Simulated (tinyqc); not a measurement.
From results back to parameters: effective work function and flat-band voltage of a metal/high-k/SiO2/Si stack with a dipole layer. Five cases, with inputs chosen for the exercise.

Problem. Three stacks with (t1, t2) = (8, 20), (30, 20) and (8, 60) angstrom have the flat-band voltages below. VFB = W0 - (chi + dEF) - 4 pi e2 [Q1 EOT + Q2 x2]/3.9 with x2 = t2 3.9/eps2, EOT = t1 + x2, e2 = e^2/4 pi eps0, 1 cm^-2 = 1e-16 angstrom^-2; W0 is the work function with the dipole step.

Constants: e^2/(4 pi eps0) = 14.39964547 eV angstrom.

Find: Q1; Q2; W0.

Method. The first two stacks differ in t1 alone and give Q1; the first and third give Q1 + Q2; W0 follows from any of them.

Case 1.

Values chosen (out of a larger set: a stack on Si capped with a titanium-like oxide; not measured data): chi = 4.055 eV (electron affinity of the channel); dEF = 0.454 eV (Ec - EF in the channel); eps = (3.9, 17.8) (their dielectric constants).

VFB (V): 0.1032072  0.0674809  0.0849087

Solution.

Q1 = 3.5e+11 e/cm^2
Q2 = 1.0e+11 e/cm^2
W0 = 4.634 eV

Case 2.

Values chosen (out of a larger set: a stack on Si capped with a titanium-like oxide; not measured data): chi = 4.042 eV (electron affinity of the channel); dEF = 0.176 eV (Ec - EF in the channel); eps = (3.9, 20) (their dielectric constants).

VFB (V): 0.2835719  0.2769371  0.1798869

Solution.

Q1 = 6.5e+10 e/cm^2
Q2 = 2.8e+12 e/cm^2
W0 = 4.556 eV

Case 3.

Values chosen (out of a larger set: a stack on Si capped with a lanthanum-like oxide; not measured data): chi = 4.047 eV (electron affinity of the channel); dEF = 0.929 eV (Ec - EF in the channel); eps = (3.9, 17.7) (their dielectric constants).

VFB (V): -0.1440795  -0.1757228  -0.1645260

Solution.

Q1 = 3.1e+11 e/cm^2
Q2 = 1.9e+11 e/cm^2
W0 = 4.854 eV

Case 4.

Values chosen (out of a larger set: a stack on Si capped with a lanthanum-like oxide; not measured data): chi = 4.038 eV (electron affinity of the channel); dEF = 0.646 eV (Ec - EF in the channel); eps = (3.9, 20.7) (their dielectric constants).

VFB (V): -0.3036244  -0.2086945  -0.2648116

Solution.

Q1 = -9.3e+11 e/cm^2
Q2 = -1.8e+11 e/cm^2
W0 = 4.326 eV

Case 5.

Values chosen (out of a larger set: a stack on Si capped with a magnesium-like oxide; not measured data): chi = 4.052 eV (electron affinity of the channel); dEF = 0.411 eV (Ec - EF in the channel); eps = (3.9, 26.9) (their dielectric constants).

VFB (V): 0.2733044  0.2865742  0.3252354

Solution.

Q1 = -1.3e+11 e/cm^2
Q2 = -1.8e+12 e/cm^2
W0 = 4.706 eV

Computed by tinyqc, one run a case: `OMP_NUM_THREADS=1 python tinyqc.py N N+1 out.jsonl` with N = 1880761, 1880819, 1880833, 1880837, 1880843; one thread of a shared Intel(R) Xeon(R) Processor @ 2.30GHz, about 0.01 s a run at most.
